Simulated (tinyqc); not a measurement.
Capacitance measurement on a leaky thin oxide: effects of series resistance and leakage: one step of the calculation.

The device is a capacitance C in parallel with a leakage conductance G, in series with Rs and Ls. An impedance meter reports either a parallel pair (Cp, Gp) from Y = 1/Z = Gp + i w Cp or a series pair (Cs, Rm) from Z = Rm + 1/(i w Cs); w = 2 pi f, dissipation D = Gp/(w |Cp|).

Task. True capacitance and conductance. EOT = 3.9 tox/eox; CET = EOT + zc + zp; C = 3.9 eps0 A/CET; G = Jg A/Vs.

Inputs (values chosen for the exercise); values of the order met in thin-oxide MOS capacitors:
- eox = 21.4 (relative permittivity of the gate insulator (close to hafnium oxide))
- tox = 3.6 nm (insulator thickness)
- A = 10000 um^2 (gate area)
- zc = 0.46 nm (oxide-equivalent thickness added by the accumulation layer)
- zp = 0 nm (oxide-equivalent thickness added by gate depletion)
- Jg = 3.3 A/cm^2 (gate leakage current density, not matched to the thickness)
- Vs = 0.44 V (voltage for an e-fold rise of the leakage)

Constants: eps0 = 8.8541878128e-14 F/cm where lengths are in cm. Results are converted to the units shown.

Wanted: EOT; CET; C; G.

Result.

EOT = 0.6561 nm
CET = 1.116 nm
C = 309.4 pF
G = 750.0 uS

tinyqc, about 0.01 s, one thread, Intel Xeon 2.30GHz (shared host): `OMP_NUM_THREADS=1 python tinyqc.py 2022167 2022168 out.jsonl`
